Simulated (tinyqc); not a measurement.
# Short-channel transistor, virtual-source model with series resistance, step by step

Computed by the program tinyqc: `OMP_NUM_THREADS=1 python tinyqc.py 2380127 2380128 out.jsonl`, one thread of a shared Intel Xeon 2.30GHz, about 0.01 s for the whole run. Printed values are rounded.

The current per gate width is the charge at the top of the source barrier (the virtual source) times its velocity times a saturation function; al and be are fitting constants of the model. Units: I in uA/um, Rs in ohm um, so I Rs = 1e-6 I Rs in volts; Q in uC/cm^2, so I = 1e-4 Q vx0 Fsat with vx0 in cm/s.

Parameters, values chosen for the exercise:
```
symbol   value        unit                                                         meaning
T          300           K                                                     temperature
Cinv       3.9     uF/cm^2                                           inversion capacitance
vx0     2.58e7        cm/s                                  velocity at the virtual source
mu         140  cm^2/(V s)                                               apparent mobility
L           32          nm                                                  channel length
VT0      0.319           V                                 threshold at zero drain voltage
dl       0.086         V/V                                  drain-induced barrier lowering
n0         1.1                                                         subthreshold factor
nd         0.2         1/V                                  growth of n with drain voltage
al         3.5              threshold shift (in units of Vt) from weak to strong inversion
be         1.4                                                     sharpness of saturation
Rs         150      ohm um                               series resistance of each contact
Vgs          1           V                                                    gate voltage
Vds          1           V                                                   drain voltage
```

Constants: q = 1.602176634e-19 C, kB = 1.380649e-23 J/K, Vt = kB T/q. Results are converted to the units shown.

## Iteration 1: current through the series resistance

I at the start = 0 uA/um

Intrinsic voltages Vg' = Vgs - I Rs, Vd' = Vds - 2 I Rs. n = n0 + nd Vd', VT = VT0 - dl Vd', Ff = 1/(1 + exp((Vg' - VT + al Vt/2)/(al Vt))), Q = Cinv n Vt ln(1 + exp((Vg' - VT + al Vt Ff)/(n Vt))), Vdsat = (vx0 L/mu)(1 - Ff) + Vt Ff, Fsat = u/(1 + u^be)^(1/be) with u = Vd'/Vdsat, and I(out) = Q vx0 Fsat per width. (Fsat takes the sign of u.) Newton step: I(new) = I + (I(out) - I)/(1 - s), s = dI(out)/dI by a central difference with +/- 0.001 uA/um.

Vg' = 1 V
Vd' = 1 V
VT = 0.233 V
Ff = 1.26287e-4
Q = 2.99134 uC/cm^2
Vdsat = 0.589643 V
Fsat = 0.756734
I(out) = 5840.22 uA/um
s = -1.90408
I after iteration 1 = 2011.04 uA/um

## Iteration 2: current through the series resistance

As before.

Vg' = 0.698344 V
Vd' = 0.396688 V
VT = 0.284885 V
Ff = 0.00624620
Q = 1.61469 uC/cm^2
Vdsat = 0.586192 V
Fsat = 0.488354
I(out) = 2034.44 uA/um
s = -1.81802
I after iteration 2 = 2019.34 uA/um

## Iteration 3: current through the series resistance

As before.

Vg' = 0.697098 V
Vd' = 0.394197 V
VT = 0.285099 V
Ff = 0.00634714
Q = 1.60904 uC/cm^2
Vdsat = 0.586135 V
Fsat = 0.486437
I(out) = 2019.35 uA/um
s = -1.81637
I after iteration 3 = 2019.35 uA/um

## Course of the iteration: current through the series resistance

Stop when I changes by less than 1e-7 uA/um, or after 80 iterations.

Course of the iteration:
```
iteration,I (uA/um),|change| (uA/um)
1,2011.04,2010
2,2019.34,8.30
3,2019.35,2.43e-3
4,2019.35,2.11e-10
```

Converged in 4 iterations. At the end the number of correct digits about doubles with each step.

## What the series resistance costs

converged I = 2019.35 uA/um
I0 = 5840.22 uA/um

Intrinsic voltages Vg' = Vgs - I Rs, Vd' = Vds - 2 I Rs. n = n0 + nd Vd', VT = VT0 - dl Vd', Ff = 1/(1 + exp((Vg' - VT + al Vt/2)/(al Vt))), Q = Cinv n Vt ln(1 + exp((Vg' - VT + al Vt Ff)/(n Vt))), Vdsat = (vx0 L/mu)(1 - Ff) + Vt Ff, Fsat = u/(1 + u^be)^(1/be) with u = Vd'/Vdsat, and I = Q vx0 Fsat per width. I0 is the current for Rs = 0. Effective velocity I/Q; transit time L Q/I.

loss against I0 = 65.4235 %
effective velocity = 1.25500e7 cm/s
transit time = 0.254979 ps

The carriers leave the virtual source at 48.6 % of vx0: Vd' is not large against Vdsat.
